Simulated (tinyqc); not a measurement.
Square on-chip spiral inductor, lumped pi model: two steps of the calculation.

Outer diameter do = di + 2 n wd + 2 (n - 1) sp, mean da = (do + di)/2, fill p = (do - di)/(do + di), length l = 4 n da. L = 2.34 mu0 n^2 da/(1 + 2.75 p), mu0 = 4 pi 1e-7 H/m. Rs = rho l/(wd delta (1 - exp(-th/delta))), delta = sqrt(rho/(pi f mu0)). Cs = n wd^2 eps0 eo/hu across the coil. At each end Cox = l wd eps0 eo/(2 ho) leads to the substrate branch Rsi = 2 rs he/(l wd) in parallel with Csi = l wd eps0 11.7/(2 he). With one end grounded Y = 1/(Rs + i w L) + i w Cs + 1/[1/(i w Cox) + 1/(1/Rsi + i w Csi)], w = 2 pi f; Q = -Im Y/Re Y. Eddy currents in neighbouring turns and in the substrate are left out.

Values chosen for this exercise; values of the order met in silicon radio-frequency processes:
- n = 3.5 (number of turns)
- wd = 4 um (line width)
- sp = 3 um (space between turns)
- di = 40 um (inner diameter)
- th = 2 um (metal thickness)
- rho = 3 uohm cm (metal resistivity)
- ho = 4.2 um (oxide below the coil)
- hu = 1.4 um (oxide between coil and underpass)
- eo = 3.9 (relative permittivity of the oxide)
- rs = 100 ohm cm (substrate resistivity)
- he = 30 um (effective spreading depth in the substrate)
- f = 2 GHz (frequency)

Constants: eps0 = 8.8541878128e-12 F/m. Results are converted to the units shown.

Task 1. Geometry and model elements. do, l, L, delta, Rs, Cs, Cox, Rsi and Csi as defined.

Wanted: do; l; L; delta; Rs; Cs; Cox; Rsi; Csi.

Result 1.

do = 83.00 um
l = 861.0 um
L = 1.129 nH
delta = 1.949 um
Rs = 5.164 ohm
Cs = 1.381 fF
Cox = 14.16 fF
Rsi = 1.742e4 ohm
Csi = 5.946 fF

Task 2. Admittance, quality factor and apparent inductance. Series branch 1/(Rs + i w L), substrate branch, total Y, Q = -Im Y/Re Y, apparent inductance Im(1/Y)/w, metal-only value w L/Rs, share of the loss in the substrate Re(substrate branch)/Re Y.

L = 1.1294700 nH
Rs = 5.1635721 ohm
Cs = 1.3812533 fF
Cox = 14.157846 fF
Rsi = 17421.603 ohm
Csi = 5.9462955 fF

Wanted: series branch; substrate branch; Y; Q; apparent inductance; w L/Rs; share of the loss in the substrate.

Result 2.

series branch = 22.64-62.22i mS
substrate branch = 0.02707+0.05877i mS
Y = 22.66-62.14i mS
Q = 2.742
apparent inductance = 1.130 nH
w L/Rs = 2.749
share of the loss in the substrate = 0.1194 %

Q is 99.8 % of the metal-only value.

Numbers from tinyqc (`OMP_NUM_THREADS=1 python tinyqc.py 2302059 2302060 out.jsonl`; about 0.01 s on one thread of a shared Intel Xeon 2.30GHz).
